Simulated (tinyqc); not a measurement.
Pariser-Parr-Pople SCF with singles CI, for the molecule C=C(N)C=CC=CC=CCl (SMILES; centres numbered as the heavy atoms are written), step by step. One step of it, computed by the program tinyqc.

Question. Iteration 1: Fock matrix. F_rr = H_rr + P_rr gamma_rr / 2 + sum_(s != r) P_ss gamma_rs; F_rs = H_rs - P_rs gamma_rs / 2; E = tr P (H + F) / 2 + core repulsion sum_(r<s) z_r z_s gamma_rs.

P at the start:
```
             1C         2C         3N         4C         5C         6C         7C         8C
1C     1.517739   0.648987  -0.453284  -0.091690  -0.209232   0.091690   0.113251  -0.091690
2C     0.648987   1.000000   0.609992   0.439755   0.000000  -0.095981   0.000000   0.046365
3N    -0.453284   0.609992   1.573952  -0.086181  -0.196660   0.086181   0.106447  -0.086181
4C    -0.091690   0.439755  -0.086181   1.172693   0.737850  -0.172693  -0.262917   0.172693
5C    -0.209232   0.000000  -0.196660   0.737850   1.000000   0.570913   0.000000  -0.166541
6C     0.091690  -0.095981   0.086181  -0.172693   0.570913   1.172693   0.667289  -0.172693
7C     0.113251   0.000000   0.106447  -0.262917   0.000000   0.667289   1.000000   0.617316
8C    -0.091690   0.046365  -0.086181   0.172693  -0.166541  -0.172693   0.617316   1.172693
9C    -0.066886   0.000000  -0.062867   0.142741   0.000000  -0.216514   0.000000   0.645246
10Cl   0.137831  -0.044495   0.129549  -0.259596   0.139452   0.259596  -0.283485  -0.259596

             9C       10Cl
1C    -0.066886   0.137831
2C     0.000000  -0.044495
3N    -0.062867   0.129549
4C     0.142741  -0.259596
5C     0.000000   0.139452
6C    -0.216514   0.259596
7C     0.000000  -0.283485
8C     0.645246  -0.259596
9C     1.000000   0.712726
10Cl   0.712726   1.390232
```

core matrix H (eV):
```
              1C          2C          3N          4C          5C          6C          7C          8C
1C    -41.674547   -2.330000    0.000000    0.000000    0.000000    0.000000    0.000000    0.000000
2C     -2.330000  -49.386975   -2.190000   -2.330000    0.000000    0.000000    0.000000    0.000000
3N      0.000000   -2.190000  -55.340127    0.000000    0.000000    0.000000    0.000000    0.000000
4C      0.000000   -2.330000    0.000000  -48.501706   -2.330000    0.000000    0.000000    0.000000
5C      0.000000    0.000000    0.000000   -2.330000  -49.165421   -2.330000    0.000000    0.000000
6C      0.000000    0.000000    0.000000    0.000000   -2.330000  -47.971755   -2.330000    0.000000
7C      0.000000    0.000000    0.000000    0.000000    0.000000   -2.330000  -47.385701   -2.330000
8C      0.000000    0.000000    0.000000    0.000000    0.000000    0.000000   -2.330000  -46.403004
9C      0.000000    0.000000    0.000000    0.000000    0.000000    0.000000    0.000000   -2.330000
10Cl    0.000000    0.000000    0.000000    0.000000    0.000000    0.000000    0.000000    0.000000

              9C        10Cl
1C      0.000000    0.000000
2C      0.000000    0.000000
3N      0.000000    0.000000
4C      0.000000    0.000000
5C      0.000000    0.000000
6C      0.000000    0.000000
7C      0.000000    0.000000
8C     -2.330000    0.000000
9C    -45.214525   -1.550000
10Cl   -1.550000  -50.298312
```

repulsion gamma_rs (eV):
```
             1C         2C         3N         4C         5C         6C         7C         8C
1C    11.130000   5.345391   4.166125   3.872716   2.881317   2.343811   1.946795   1.680602
2C     5.345391  11.130000   5.921624   5.346866   3.872716   2.881231   2.343811   1.947015
3N     4.166125   5.921624  16.800000   4.166546   3.758591   2.752565   2.368627   1.933745
4C     3.872716   5.346866   4.166546  11.130000   5.345391   3.871676   2.880758   2.343811
5C     2.881317   3.872716   3.758591   5.345391  11.130000   5.345090   3.871676   2.881231
6C     2.343811   2.881231   2.752565   3.871676   5.345090  11.130000   5.345391   3.872716
7C     1.946795   2.343811   2.368627   2.880758   3.871676   5.345391  11.130000   5.346866
8C     1.680602   1.947015   1.933745   2.343811   2.881231   3.872716   5.346866  11.130000
9C     1.467913   1.680602   1.706281   1.946795   2.343811   2.881317   3.872716   5.345391
10Cl   1.321876   1.483048   1.483012   1.700300   1.973503   2.382696   2.940216   3.978941

             9C       10Cl
1C     1.467913   1.321876
2C     1.680602   1.483048
3N     1.706281   1.483012
4C     1.946795   1.700300
5C     2.343811   1.973503
6C     2.881317   2.382696
7C     3.872716   2.940216
8C     5.345391   3.978941
9C    11.130000   5.551709
10Cl   5.551709  13.000000
```

Centres (angstrom, eV; a flat drawing with bonds scaled to 1.40 angstrom):
```
centre          x          y  core charge z          W   gamma_rr
1C       4.448000   0.761000              1  11.160000  11.130000
2C       3.280000  -0.011000              1  11.160000  11.130000
3N       3.365000  -1.409000              2  25.600000  16.800000
4C       2.028000   0.614000              1  11.160000  11.130000
5C       0.860000  -0.158000              1  11.160000  11.130000
6C      -0.393000   0.467000              1  11.160000  11.130000
7C      -1.561000  -0.305000              1  11.160000  11.130000
8C      -2.813000   0.320000              1  11.160000  11.130000
9C      -3.981000  -0.452000              1  11.160000  11.130000
10Cl    -5.234000   0.173000              2  26.000000  13.000000
```

Give: F; pi energy.

Answer.

F (eV):
```
           1C       2C       3N       4C       5C       6C       7C       8C
1C    -3.9310  -4.0645   0.9442   0.1775   0.3014  -0.1075  -0.1102   0.0770
2C    -4.0645  -4.4975  -3.9961  -3.5057   0.0000   0.1383   0.0000  -0.0451
3N     0.9442  -3.9961  -9.5973   0.1795   0.3696  -0.1186  -0.1261   0.0833
4C     0.1775  -3.5057   0.1795  -4.3675  -4.3020   0.3343   0.3787  -0.2024
5C     0.3014   0.0000   0.3696  -4.3020  -4.5642  -3.8558   0.0000   0.2399
6C    -0.1075   0.1383  -0.1186   0.3343  -3.8558  -4.7087  -4.1135   0.3344
7C    -0.1102   0.0000  -0.1261   0.3787   0.0000  -4.1135  -5.0451  -3.9804
8C     0.0770  -0.0451   0.0833  -0.2024   0.2399   0.3344  -3.9804  -5.9404
9C     0.0491   0.0000   0.0536  -0.1389   0.0000   0.3119   0.0000  -4.0545
10Cl  -0.0911   0.0330  -0.0961   0.2207  -0.1376  -0.3093   0.4168   0.5165

           9C      10Cl
1C     0.0491   -0.0911
2C     0.0000    0.0330
3N     0.0536   -0.0961
4C    -0.1389    0.2207
5C     0.0000   -0.1376
6C     0.3119   -0.3093
7C     0.0000    0.4168
8C    -4.0545    0.5165
9C    -7.1903   -3.5284
10Cl  -3.5284  -15.5187
```

pi energy = -169.3574 eV
